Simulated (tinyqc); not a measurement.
Inside a calculation. Model: q-state Potts model on a small periodic square lattice: enumeration, Metropolis, heat-bath and Wolff steps. Computed by tinyqc, a small Python program that keeps every step. Command: `OMP_NUM_THREADS=1 python tinyqc.py 3110784 3110785 out.jsonl potts walk`. One thread of a shared host (Intel(R) Xeon(R) Processor @ 2.30GHz), about 0.1 s of CPU time with the checks. Intermediate numbers are printed to about 7 digits and carried at full precision; extremes and crossings named in words are read from the listed rows.

E = -J x (number of nearest-neighbour bonds with equal states); n x n sites with periodic edges have 2 n^2 bonds. Order parameter m = (q f - 1)/(q - 1), f being the largest share of one state. Sites are numbered row by row from 0. Here q = 3 and n = 3.

Inputs (values chosen for the exercise, for a model of domains or grain orientations):
```
quantity             value  unit
number of states q       3     -
edge n                   3     -
coupling J              29   meV
temperature T          521     K
seed                479065     -
```

Update: heat bath.

Constants: k_B = 8.617333262e-05 eV/K.

## Scales

K = J/(k_B T); the infinite square lattice orders at K_c = ln(1 + sqrt(q)); Wolff bond probability p = 1 - exp(-K).

K = 0.6459329

K_c = 1.005053

T_c of the infinite lattice = 334.8392 K

p = 0.4758267

## Density of states

All q^(n^2) states are counted by their number b of equal bonds; weights g(b) exp(K b), K = J/(k_B T). Per site: u = -J <b>/n^2, c/k_B = K^2 (<b^2> - <b>^2)/n^2.

States by number of equal bonds:
```
b   g(b)   probability
0     12  3.916285e-06
2    540  6.414118e-04
3    936  2.121017e-03
4   3240  1.400678e-02
5   3996  3.295671e-02
6   3348  5.267796e-02
7   3240  9.725537e-02
8   2592  1.484324e-01
9    660  7.210455e-02
10   810  1.688219e-01
11   108  4.294303e-02
12   144  1.092337e-01
14    54  1.490864e-01
18     3  1.097149e-01
```

The most probable level has b = 10 of 18 bonds.

## Exact averages

ln Z = ln sum g(b) exp(K b); entropy per site s/k_B = (ln Z - K <b>)/n^2.

<b> = 10.59519

energy u = -34.14004 meV/site

heat capacity c = 0.6207575 k_B/site

entropy s = 0.8990550 k_B/site

## Order parameter

The same sums with m: <m> and the Binder ratio U = 1 - <m^4>/(3 <m^2>^2).

<m> = 0.5410936

Binder ratio U = 0.4262348

## Eight single-site steps

start states:
```
   1  2  3
1  2  0  2
2  1  0  2
3  0  2  0
```

random numbers, one row a step:
```
        1       2       3
1  0.6784  0.3420  0.8293
2  0.8540  0.7767  0.0270
3  0.8829  0.9983  0.9216
4  0.5224  0.8437  0.1034
5  0.7120  0.4774  0.1070
6  0.0665  0.7584  0.0863
7  0.1413  0.6435  0.0691
8  0.3406  0.7728  0.6019
```

Site = floor(r1 n^2). State c is drawn with probability exp(K k_c)/sum exp(K k), k_c the number of neighbours in state c: the first c whose cumulative probability reaches r2; r3 is not used.

Steps:
```
site  old  neighbours in each state     P(old)     P(new)  new
6       0                     1 1 2  0.2559007  0.2559007    1
7       2                     3 1 0  0.1015103  0.1936579    1
7       1                     3 1 0  0.1936579  0.1015103    2
4       0                     1 1 2  0.2559007  0.4881986    2
6       1                     1 1 2  0.2559007  0.2559007    1
0       2                     1 2 1  0.2559007  0.2559007    2
1       0                     0 0 4  0.0655889  0.8688221    2
3       1                     0 1 3  0.1936579  0.7048317    2
```

states afterwards:
```
   1  2  3
1  2  2  2
2  2  2  2
3  1  2  0
```

## A longer run and its error bar

After 400 updates are discarded, b is recorded for 4000 sweeps of n^2 steps of the update named (random numbers not printed, so these rows are one sample). Records are averaged in blocks; the error is the scatter of block means over sqrt(number of blocks), and the last column its square over that for single records.

Blocking:
```
block length    mean b      error  variance ratio
1             10.57975  0.0592403        1.000000
4             10.57975  0.0884917        2.231366
16            10.57975  0.1077226        3.306583
40            10.57975  0.1133900        3.663657
100           10.57975  0.1169569        3.897778
```

The run gives 10.580 +/- 0.113 (blocks of 40) against the exact 10.595, a difference of 0.1 error bars. Single records understate the error by a factor of about 1.9, because successive records are correlated.

## Across the transition

m and U = 1 - <m^4>/(3 <m^2>^2) from the same sums; K = K_c T_c/T.

Exact values for this lattice:
```
T/T_c  share of equal bonds  c (k_B/site)        <m>          U
0.50              0.9986014      0.047186  0.9989094  0.6664442
0.70              0.9829931      0.322418  0.9854439  0.6630940
0.85              0.9438060      0.752337  0.9476631  0.6516933
0.95              0.8986676      1.051495  0.9008335  0.6352913
1.00              0.8710611      1.162000  0.8711112  0.6237668
1.10              0.8101633      1.256831  0.8034619  0.5942409
1.25              0.7198367      1.122554  0.6990915  0.5385505
1.50              0.6069770      0.699232  0.5635494  0.4443145
2.00              0.4979089      0.265390  0.4296334  0.3313765
3.00              0.4256935      0.079715  0.3438745  0.2697601
```

c is largest, 1.26 k_B, at T/T_c = 1.1: on so small a lattice the transition is a broad bump. At T_c the infinite lattice has a share (1 + 1/sqrt(q))/2 = 0.789 of equal bonds, against 0.871 here. <m> stays at 0.34 at 3 T_c, since the largest share among 9 sites always exceeds 1/q on average.

Checks made by the program: number of states (relative difference below 1e-10).
